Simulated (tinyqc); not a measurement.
Which face: thin-body film or fin with hard walls, valleys of the Ge type.

Four ellipsoidal valleys (eight halves) with their long axes along <111>, mass ml along the axis and mt across it. For a valley whose axis makes the angle theta with the surface normal, 1/m_z = cos^2(theta)/ml + sin^2(theta)/mt sets the confinement; in the plane the masses are m_1 = mt and m_2 = ml mt/m_z, and m_d = sqrt(m_1 m_2). The Gamma and Delta valleys are left out; the heavy Delta valleys, about 0.18 eV up, can lie lowest under strong confinement.

A film of thickness t between hard walls, flat band inside: E_n = c (n pi/t)^2/m_z above the bulk edge, c = hbar^2/2m0. Without degeneracy the sheet density is N2 exp((EF - Ec)/kB T) with N2 = sum_i g m_d/(2 pi c) kB T exp(-E_i/kB T) over n = 1 to 40 of each group; a classical film has t Nc with Nc = 2 g_all (m_dos kB T/(4 pi c))^(3/2), m_dos = (ml mt^2)^(1/3). The threshold shift is dVt = kB T ln(t Nc/N2).

Constants: hbar^2/2m0 = 3.80998211 eV angstrom^2; kB = 8.617333262e-05 eV/K.

Parameters, chosen for this exercise (near those of Ge; not measured data):
- ml = 1.577 m0 (longitudinal mass)
- mt = 0.081 m0 (transverse mass)
- T = 77 K (temperature)
- t = 98 angstrom (body thickness)
- g_all = 4 (number of valleys)

The same thickness on four faces; m_1 and m_2 are the in-plane masses of the lowest group.

Cases:
```
face
(100)
(110)
(111)
(211)
```

Rank the cases by dVt (mV), lowest first.

Answer: (111), (211), (110), (100).

Results:
```
face,valleys of lowest,m_z,E1 (eV),share (%),dVt (mV),m_1,m_2
(100),4,0.1185,0.0331,100.0,26.9,0.081,1.078
(110),2,0.2204,0.0178,98.4,18.2,0.081,0.580
(111),1,1.5770,0.0025,98.1,11.9,0.081,0.081
(211),1,0.5167,0.0076,95.4,15.0,0.081,0.247
```

The threshold shift is smallest on (111) (11.9 mV) and largest on (100) (26.9 mV). The lowest E1 belongs to (111), the same face: the heavy m_z outweighs the smaller number of valleys. Since m_z m_1 m_2 = ml mt^2 on every face, a heavy confinement mass comes with light masses in the plane.

Program tinyqc; command `OMP_NUM_THREADS=1 python tinyqc.py 1280105 1280106 out.jsonl`; about 0.01 s on one thread of a shared Intel(R) Xeon(R) Processor @ 2.30GHz.
